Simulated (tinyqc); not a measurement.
Luttinger-Kohn k.p, four valence bands, step by step. Computed by tinyqc, a small Python program that keeps every step. Settings: g1 = 6.76, g2 = 1.95, g3 = 2.72. Command: `OMP_NUM_THREADS=1 python tinyqc.py 23284 23285 out.jsonl` (the two numbers bound the seeds that draw the settings). One thread of a shared host (Intel(R) Xeon(R) Processor @ 2.60GHz), about 0.01 s of CPU time with the checks.

## Bloch Hamiltonian at k

Luttinger parameters chosen for this model; energies are counted downward from the top of the valence band:
```
parameter     value  unit
g1         6.760000
g2         1.950000
g3         2.720000
```

k point k (1/angstrom): -0.018000  0.029000  -0.031000

P = c g1 k^2, Q = c g2 (kx^2 + ky^2 - 2 kz^2), R = c sqrt3 [-g2 (kx^2 - ky^2) + 2i g3 kx ky], S = 2 c sqrt3 g3 (kx - i ky) kz, c = hbar^2/2m = 3.809982 eV angstrom^2; rows [P+Q, -S, R, 0], [-S*, P-Q, 0, R], [R*, 0, P-Q, S], [0, R*, S*, P+Q]. The path ends lie at |k| = 0.06 1/angstrom.

H(k) at k (eV), lower triangle (Hermitian):
```
                      3/2                 1/2                -1/2      -3/2
3/2              0.049132
1/2   -0.020032+0.032273i            0.060380
-1/2   0.006653+0.018739i            0.000000            0.060380
-3/2             0.000000  0.006653+0.018739i  0.020032-0.032273i  0.049132
```

## Levels at k

Diagonalise the Hermitian matrix.

eigenvalues (eV): 0.011514  0.011514  0.097998  0.097998

## Bands along a path

The same steps at evenly spaced points between the labelled ones.

Bands along the path (eV):
```
k               band 1    band 2    band 3    band 4
[111]         0.018105  0.018105  0.167334  0.167334
[111]-G 0.20  0.011587  0.011587  0.107094  0.107094
[111]-G 0.40  0.006518  0.006518  0.060240  0.060240
[111]-G 0.60  0.002897  0.002897  0.026774  0.026774
[111]-G 0.80  0.000724  0.000724  0.006693  0.006693
G             0.000000  0.000000  0.000000  0.000000
G-[100] 0.20  0.001569  0.001569  0.005848  0.005848
G-[100] 0.40  0.006276  0.006276  0.023394  0.023394
G-[100] 0.60  0.014122  0.014122  0.052636  0.052636
G-[100] 0.80  0.025106  0.025106  0.093576  0.093576
[100]         0.039228  0.039228  0.146212  0.146212
```

## Hole masses

E = c [g1 k^2 -/+ 2 sqrt(g2^2 k^4 + 3 (g3^2 - g2^2)(kx^2 ky^2 + ky^2 kz^2 + kz^2 kx^2))] with c = hbar^2/2m, and m* = hbar^2 k^2 / (2 E).

Masses (electron masses):
```
direction     heavy     light
[100]      0.349650  0.093809
[110]      0.601972  0.084326
[111]      0.757576  0.081967
```
